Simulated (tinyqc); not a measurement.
ESD clamp with bipolar snapback, compact model and design window: two steps of the calculation.

The drain junction multiplies the current that enters it: Igen = (M - 1)(Ic + I0), M = 1/(1 - (Vj/BV)^n). The generated holes leave through the substrate resistance and the base of the parasitic npn: Igen = Vb/Rb + Ic/be, Ic = Is exp(Vb/Vt). Terminal current I = Ic + I0 + Igen and voltage V = Vj + I Ro, per width. Isothermal, constant gain.

Parameters, values chosen for the exercise; values close to those of grounded-gate n-channel clamps:
```
symbol    value    unit                               meaning
T           300       K                           temperature
BV            9       V            junction breakdown voltage
n           4.2                exponent of the multiplication
be          7.4             current gain of the parasitic npn
Is      1.1e-17    A/um                    saturation current
I0      1.3e-12    A/um                      junction leakage
Rb         5600  ohm um                  substrate resistance
Ro          270  ohm um  drain ballast and contact resistance
It2         4.1   mA/um            failure current for 100 ns
Wf           40      um                          finger width
Nf            6                             number of fingers
Lv            1      kV                human-body-model level
Vox        13.2       V    oxide breakdown voltage for 100 ns
Vdd         1.8       V                        supply voltage
```

Constants: q = 1.602176634e-19 C, kB = 1.380649e-23 J/K, Vt = kB T/q. Results are converted to the units shown.

Task 1. The snapback curve. For given Vb: Ic, Igen, M = 1 + Igen/(Ic + I0), Vj = BV (1 - 1/M)^(1/n), I and V.

| point | Vb (V) |
|---|---|
| 0 | 0.05 |
| 1 | 0.3 |
| 2 | 0.521 |
| 3 | 0.581 |
| 4 | 0.631 |
| 5 | 0.732 |
| 6 | 0.822 |
| 7 | 0.842 |
| 8 | 0.872 |

Give: Ic; M; Vj; I; V.

Result 1.

| point | Ic (uA/um) | M | Vj (V) | I (uA/um) | V (V) |
|---|---|---|---|---|---|
| 0 | 7.6095e-11 | 6.8677e6 | 9.0000 | 8.9286 | 9.0024 |
| 1 | 1.2055e-6 | 2.1381e7 | 9.0000 | 53.571 | 9.0145 |
| 2 | 0.0062202 | 14955 | 8.9999 | 93.043 | 9.0250 |
| 3 | 0.063352 | 1638.8 | 8.9987 | 103.82 | 9.0267 |
| 4 | 0.43825 | 258.24 | 8.9917 | 113.18 | 9.0222 |
| 5 | 21.800 | 7.1313 | 8.6820 | 155.46 | 8.7240 |
| 6 | 708.57 | 1.3423 | 6.5005 | 951.11 | 6.7573 |
| 7 | 1535.9 | 1.2330 | 6.0529 | 1893.8 | 6.5643 |
| 8 | 4901.7 | 1.1669 | 5.6644 | 5719.8 | 7.2088 |

V peaks at Vt1 = 9.027 V and falls to Vh = 6.564 V: once the npn supplies current, a small M feeds the base. At high current M tends to 1 + 1/be and Vj to BV (1 + be)^(-1/n) = 5.422 V.

Task 2. Design window and human-body level. Human-body model: 100 pF through 1500 ohm, peak current about (level - Vt2)/1500 ohm, decay time 150 ns. All fingers turn on before the first fails if Vt2 > Vt1; then the clamp carries Nf Wf It2, otherwise in the worst case Wf It2. Margins: Vh - 1.1 Vdd against latching in operation, Vox - max(Vt1, Vt2) for the protected oxide.

Vt1 = 9.0267241 V
Vh = 6.5642528 V
Vt2 = 6.8555090 V

Give: peak current; current the clamp carries; level it withstands; holding margin; oxide margin.

Result 2.

peak current = 0.6621 A
current the clamp carries = 0.1640 A
level it withstands = 0.2529 kV
holding margin = 4.584 V
oxide margin = 4.173 V

Uniform turn-on is not assured; the clamp fails the level. Both margins are positive.

Computed by the program tinyqc: `OMP_NUM_THREADS=1 python tinyqc.py 2670109 2670110 out.jsonl`, one thread of a shared Intel Xeon 2.30GHz, about 0.02 s for the whole run.
